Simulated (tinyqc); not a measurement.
G0W0 on RHF in the sto-3g basis, for H2, spin multiplicity 1, step by step. Computed by tinyqc, a small Python program that keeps every step (integrals from PySCF). Settings: charge = 0, multiplicity = 1, basis = sto-3g, method = RHF, energy threshold = 1e-10, iteration cap = 63, orthogonalisation = symmetric, start = core, DIIS depth = 6. Command: `OMP_NUM_THREADS=1 python tinyqc.py 26691 26692 out.jsonl` (the two numbers bound the seeds that draw the settings). One thread of a shared host (Intel(R) Xeon(R) Processor @ 2.60GHz), about 0.03 s of CPU time with the checks. The early iterations of the SCF are left out here.

## One-electron integrals

Geometry (angstrom):
```
atom         x         y         z
H     0.000000  0.000000  0.000000
H     0.000000  0.000000  0.678000
```

Basis sto-3g: exponents (1/bohr^2) and contraction coefficients of normalised primitives:
```
element  l (shell)  exponent  coefficient
H            s (1)  3.425251     0.154329
H            s (1)  0.623914     0.535328
H            s (1)  0.168855     0.444635
```

Overlap, kinetic and nuclear-attraction integrals over the contracted functions; the nuclear repulsion is the sum of Za Zb / Rab.

nuclear repulsion = 0.78049736 hartree

overlap S:
```
          1H 1s     2H 1s
1H 1s  1.000000  0.700520
2H 1s  0.700520  1.000000
```

kinetic energy T (hartree):
```
          1H 1s     2H 1s
1H 1s  0.760032  0.275653
2H 1s  0.275653  0.760032
```

nuclear attraction V (hartree):
```
           1H 1s      2H 1s
1H 1s  -1.922981  -1.309180
2H 1s  -1.309180  -1.922981
```

core Hamiltonian H = T + V (hartree):
```
           1H 1s      2H 1s
1H 1s  -1.162949  -1.033528
2H 1s  -1.033528  -1.162949
```

## Two-electron integrals

Functions are numbered as in S; the eight-fold symmetry (ij|kl) = (ji|kl) = (kl|ij) leaves the list below.

Two-electron integrals (ij|kl) in chemists' order, unique and non-zero (hartree):
```
(11|11) 0.774606   (21|11) 0.480456   (21|21) 0.340473   (22|11) 0.593500
(22|21) 0.480456   (22|22) 0.774606
```

## Orthogonalisation

S = U s U^T; symmetric (Loewdin) form X = U s^(-1/2) U^T, so that X^T S X = 1.

eigenvalues of S: 0.299480  1.700520

X:
```
           1H 1s      2H 1s
1H 1s   1.297087  -0.530239
2H 1s  -0.530239   1.297087
```

## Iteration 2 (converged): orbitals

converged F (hartree):
```
           1H 1s      2H 1s
1H 1s  -0.403757  -0.625173
2H 1s  -0.625173  -0.403757
```

Diagonalise F' = X^T F X, C = X C', fill 1 alpha and 1 beta electrons from the bottom; D = 2 C_occ C_occ^T. Each column has its largest component positive (the first on a tie).

F' = X^T F X (hartree):
```
           1          2
1   0.067134  -0.672201
2  -0.672201   0.067134
```

orbital energies (hartree): MO1 -0.605067, MO2 0.739335

coefficients C:
```
            MO1        MO2
1H 1s  0.542243   1.292115
2H 1s  0.542243  -1.292115
```

D after iteration 2:
```
          1H 1s     2H 1s
1H 1s  0.588055  0.588055
2H 1s  0.588055  0.588055
```

## Convergence

Stop when the energy changes by less than 1e-10 hartree and every element of the error matrix X^T (F D S - S D F) X is below 3e-06.

Course of the cycle:
```
iteration  E (hartree)    change  largest element of the error matrix
1          -1.11622009         -                             5.26e-16
2          -1.11622009  0.000000                             0.000000
```

PySCF RHF in the same basis = -1.11622009 hartree

Converged in 2 iterations.

## Integrals over molecular orbitals

(pq|rs) = sum C_ip C_jq C_kr C_ls (ij|kl), one index at a time.

one-electron integrals over orbitals h = C^T H C (hartree):
```
           1          2
1  -1.291650   0.000000
2   0.000000  -0.432154
```

Two-electron integrals over orbitals (pq|rs), unique and non-zero (hartree):
```
(11|11) 0.686582   (21|21) 0.177809   (22|11) 0.674649   (22|22) 0.709280
```

## Screening: direct RPA

With D = e_a - e_i and K = (ia|jb): diagonalise D^(1/2) (D + 4K) D^(1/2) = Z w^2 Z^T; X + Y = D^(1/2) Z w^(-1/2), each column of Z with its largest component positive (the first on a tie); E_c = (sum w - tr (D + 2K)) / 2.

D^(1/2) (D + 4K) D^(1/2) (hartree^2):
```
          1>2
1>2  2.763608
```

excitation energies w (hartree): 1.662410

X + Y:
```
            1
1>2  0.899281
```

RPA correlation energy = -0.01880551 hartree

## G0W0 on Hartree-Fock: HOMO

W(p,q,m) = sqrt2 sum_ia (pq|ia) (X+Y)_ia,m; Sigma_c(x) = sum_(i,m) W^2/(x - e_i + w_m) + sum_(a,m) W^2/(x - e_a - w_m); solve x = e_p + Sigma_c(x) by Newton steps; Z = 1/(1 - dSigma/dx); 1 hartree = 27.211386 eV.

The 12 largest terms at x = e_p (hartree; W for the signs of X + Y given):
```
q  m         W       term
2  1  0.226133  -0.017007
```

Newton steps (hartree):
```
step          x  Sigma_c(x)         Z
0     -0.605067   -0.017007  0.994376
1     -0.621979   -0.016912  0.994438
2     -0.621979   -0.016912  0.994438
```

quasiparticle energy of the HOMO = -16.924916 eV

Hartree-Fock value = -16.464725 eV

## G0W0 on Hartree-Fock: LUMO

As before.

The 12 largest terms at x = e_p (hartree; W for the signs of X + Y given):
```
q  m         W      term
1  1  0.226133  0.017007
```

Newton steps (hartree):
```
step         x  Sigma_c(x)         Z
0     0.739335    0.017007  0.994376
1     0.756247    0.016912  0.994438
2     0.756247    0.016912  0.994438
```

quasiparticle energy of the LUMO = 20.578531 eV

Hartree-Fock value = 20.118340 eV
